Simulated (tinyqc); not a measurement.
Strained quantum well: band edges, subbands and transparency: sweeps and comparisons. A value that a table varies takes the place of the one given here.

Growth on (001), barriers unstrained: tr(e) = e (2 - nu2), Z = b e (1 + nu2); Ec = Ev + Eg + ac tr(e), E_HH = Ev + av tr(e) + Z, E_LH = Ev + av tr(e) - Z (coupling to the split-off band left out).

Masses along z: me, 1/(g1 - 2 g2) for HH, 1/(g1 + 2 g2) for LH, likewise in the barrier; in the plane me, 1/(g1 + g2) for HH and 1/(g1 - g2) for LH (no mixing, which understates the hole masses away from k = 0). Level n solves k L + 2 atan[(k/m)/(kappa/mb)] = n pi, k = sqrt(m E/c), kappa = sqrt(mb (V - E)/c), c = hbar^2/2m0.

Transparency (Bernard-Duraffourg): Fc - Fv equals the lowest transition energy with n = p, n = sum m/(2 pi c) kB T ln(1 + exp((Fc - E)/kB T)) and p likewise over the listed subbands; c = hbar^2/2m0, 1/angstrom^2 = 1e16/cm^2.

Constants: hbar^2/2m0 = 3.80998211 eV angstrom^2; kB = 8.617333262e-05 eV/K; hc = 1239.841984 eV nm.

Values chosen for the exercise (near those of an InGaAs/InP well; shifted at random, so the results belong to these values and not to a real crystal): nu2 = 1.028 (2 C12/C11); Eg = 0.546 eV (unstrained gap of the well); Ev = -0.573 eV (its valence edge); ac = -5.69 eV; av = 1.05 eV (Ev moves by av tr(e)); b = -1.86 eV (shear potential); Egb = 1.348 eV (gap of the barrier); Evb = -0.94 eV (its valence edge); L = 88 angstrom (well width); me = 0.036 m0 (electron mass); g1 = 16.22 (gamma1); g2 = 6.63 (gamma2); meb = 0.08 m0; g1b = 5.08; g2b = 1.6; T = 250 K (temperature); es = (-0.02, -0.014, -0.008, -0.003, 0, 0.003, 0.007, 0.012) (strains); e = -0.0119 (strain in the plane); Ls = (25, 35, 50, 65, 85, 110, 150) angstrom (widths).

## Strain as a design knob

Only the strain is changed; the unstrained gap and the masses are kept.

Results:

| e (%) | wavelength (nm) | top hole | hh1 - lh1 (meV) | n_tr (1e12/cm^2) | share in top |
|---|---|---|---|---|---|
| -2.0 | 1862 | hh1 | 184 | 0.280 | 0.77 |
| -1.4 | 1905 | hh1 | 141 | 0.280 | 0.77 |
| -0.8 | 1950 | hh1 | 97 | 0.283 | 0.75 |
| -0.3 | 1989 | hh1 | 61 | 0.297 | 0.68 |
| 0.0 | 2014 | hh1 | 39 | 0.321 | 0.57 |
| 0.3 | 2039 | hh1 | 17 | 0.371 | 0.41 |
| 0.7 | 2116 | lh1 | -12 | 0.411 | 0.75 |
| 1.2 | 2311 | lh1 | -48 | 0.376 | 0.94 |

n_tr is largest at e = +0.7 % (0.41), where hh1 - lh1 = -12 meV and the top subband holds 75 % of the holes, and smallest, 0.28, at -2.0, -1.4 and -0.8 %. The top hole level turns from hh to lh, and the light from TE to TM, between +0.3 and +0.7 %. The wavelength runs from 1862 to 2311 nm.

## Width of the well

All levels anew.

Results:

| L (angstrom) | wavelength (nm) | top hole | hh1 - lh1 (meV) | n_tr (1e12/cm^2) | share in top | n_tr/L (1e18/cm^3) |
|---|---|---|---|---|---|---|
| 25 | 1446 | hh1 | 174 | 0.247 | 1.00 | 0.99 |
| 35 | 1587 | hh1 | 165 | 0.248 | 1.00 | 0.71 |
| 50 | 1732 | hh1 | 150 | 0.251 | 0.97 | 0.50 |
| 65 | 1827 | hh1 | 138 | 0.260 | 0.90 | 0.40 |
| 85 | 1911 | hh1 | 127 | 0.278 | 0.78 | 0.33 |
| 110 | 1976 | hh1 | 118 | 0.302 | 0.66 | 0.27 |
| 150 | 2034 | hh1 | 109 | 0.344 | 0.51 | 0.23 |

The wavelength tunes by 588 nm. The sheet density at transparency changes from 0.25 to 0.34, the top hole subband holding 1.00 and 0.51 of the holes at the ends, while the volume density falls by a factor 4.3. Critical thickness and carrier escape are left out.

## What each parameter does

Edge wavelength, hh1 - lh1 and n_tr. Each row changes one parameter from the base and keeps the others.

Results:

| case | wavelength (nm) | hh1 - lh1 (meV) | n_tr (1e12/cm^2) |
|---|---|---|---|
| base | 1920.3 | 125.8 | 0.281 |
| L = 80 angstrom | 1893.2 | 129.5 | 0.273 |
| e = -0.0139 | 1905.6 | 140.3 | 0.280 |
| Eg = 0.526 eV | 1978.5 | 125.8 | 0.281 |
| b = -2.14 eV | 1940.6 | 138.9 | 0.280 |
| ac = -5.12 eV | 1939.1 | 125.8 | 0.281 |
| me = 0.0396 m0 | 1926.2 | 125.8 | 0.296 |
| g1 = 17.19 | 1913.2 | 123.8 | 0.266 |
| T = 290 K | 1920.3 | 125.8 | 0.335 |

The largest shifts from the base row, up to three for each result and ties (the steps differ in size, so this ranks the rows, not the parameters). wavelength (nm): Eg +58.2, L -27.1, b +20.2; unchanged at the printed digits by T. hh1 - lh1 (meV): e +14.5, b +13.1, L +3.8; unchanged at the printed digits by Eg, ac, me and T. n_tr (1e12/cm^2): T +0.055, me +0.015, g1 -0.014; unchanged at the printed digits by Eg and ac.

Computed by tinyqc, a small Python program: `OMP_NUM_THREADS=1 python tinyqc.py 1250536 1250537 out.jsonl` (the numbers bound the seed that draws the inputs); one thread of a shared host (Intel(R) Xeon(R) Processor @ 2.30GHz), about 0.01 s for the whole set of steps.
